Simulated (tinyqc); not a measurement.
Composition of the layer: band edges of strained Si(1-x)Ge(x) on relaxed Si(1-y)Ge(y).

Values are linear in the Ge fraction but for ED(x) = linear - CD x (1 - x) and a(x) = linear - Ca x (1 - x). Energies are on the common scale of Ev.

Coherent growth on a (110) face: e_par = (a(y) - a(x))/a(x), e_perp = -(C11 + 3 C12 - 2 C44)/(C11 + C12 + 2 C44) e_par; exx = eyy = (e_par + e_perp)/2, ezz = e_par, exy = (e_perp - e_par)/2, eyz = ezx = 0.

A valley with unit axis u lies at Ev + gap + (av + a_valley) tr(e) + Xu (u.e.u - tr(e)/3); the Delta axes are x, y, z and the L axes [111], [1-1-1], [-11-1], [-1-11]. The second-order shift of the Delta valleys under shear is left out; it lowers the pair normal to the sheared plane by tens of meV at a shear of 1 %.

Valence edges: Ev plus the levels of the 6 x 6 matrix of X, Y, Z times spin with -Dso/3 + l exx + m (eyy + ezz) on the diagonal (cyclic), n exy off it, l = av + 2 b, m = av - b, n = sqrt(3) d. Spin-orbit term (Dso/3) L.sigma on X, Y, Z with (L_k)_ij = -i epsilon_kij: <X+|H|Y+> = -i Dso/3, <X+|H|Z-> = Dso/3, <Y+|H|Z-> = -i Dso/3, <Z+|H|X-> = -Dso/3, <Z+|H|Y-> = i Dso/3, <X-|H|Y-> = i Dso/3, and their conjugates; + and - are the spin along z.

Parameters, chosen for this exercise (end members near Si and Ge, in this order; shifted at random, so the results belong to these values and not to a real crystal):

| symbol | value | unit | meaning |
|---|---|---|---|
| a | (5.431, 5.661) | angstrom | lattice constant |
| Dso | (0.044, 0.289) | eV | spin-orbit splitting |
| av | (2.47, 1.22) | eV | valence hydrostatic potential |
| b | (-2.1, -2.54) | eV | tetragonal shear potential |
| d | (-4.78, -5.23) | eV | trigonal shear potential |
| C11 | (165.8, 127.6) | GPa |  |
| C12 | (64.8, 48.3) | GPa |  |
| C44 | (78.8, 65.8) | GPa |  |
| Ev | (0, 0.62) | eV | top of the unstrained valence band |
| ED | (1.158, 0.917) | eV | gap to the Delta valleys |
| EL | (2.028, 0.73) | eV | gap to the L valleys |
| aD | (1.89, 1.36) | eV | hydrostatic potential of the Delta gap |
| aL | (-2.93, -2.56) | eV | hydrostatic potential of the L gap |
| XuD | (9.05, 9.78) | eV | uniaxial potential, Delta |
| XuL | (15.89, 15.05) | eV | uniaxial potential, L |
| CD | 0.23 | eV | bowing of the Delta gap |
| Ca | 0.027 | angstrom | bowing of the lattice constant |
| face | 110 |  | growth face |
| y | 0 |  | Ge fraction of the relaxed buffer |

The buffer is kept. dEc = Ec(buffer) - Ec(layer), dEv = Ev(layer) - Ev(buffer); buffer edges Ev(y) and Ev(y) + min(ED, EL). The digit behind Delta or L counts whole valleys.

Results:

| x | e_par (%) | lowest valleys | gap (eV) | next valleys above (meV) | valence splitting (meV) | dEc (eV) | dEv (eV) |
|---|---|---|---|---|---|---|---|
| 0.08 | -0.30 | Delta2 | 1.087 | 21 | 19 | 0.019 | 0.051 |
| 0.16 | -0.61 | Delta2 | 1.019 | 42 | 34 | 0.035 | 0.103 |
| 0.24 | -0.92 | Delta2 | 0.954 | 64 | 47 | 0.047 | 0.157 |
| 0.31 | -1.19 | Delta2 | 0.899 | 83 | 57 | 0.055 | 0.204 |
| 0.39 | -1.51 | Delta2 | 0.838 | 106 | 69 | 0.060 | 0.260 |
| 0.47 | -1.83 | Delta2 | 0.780 | 129 | 81 | 0.062 | 0.316 |
| 0.55 | -2.16 | Delta2 | 0.724 | 152 | 93 | 0.060 | 0.374 |

The gap is 1.087 eV in the first row and 0.724 eV in the last. The lowest valleys are Delta2 throughout. Per 0.1 of x the valence offset moves by +69 meV on average; the conduction offset lies between +19 and +62 meV, not monotonically. Both carriers sit on one side in every row. Offsets below about 30 meV are within the spread of parameter sets, so those rows do not settle the type. Strains above 2 % can be kept only in layers of a few nanometres.

Program tinyqc; command `OMP_NUM_THREADS=1 python tinyqc.py 1050751 1050752 out.jsonl`; about 0.01 s on one thread of a shared Intel(R) Xeon(R) Processor @ 2.30GHz.
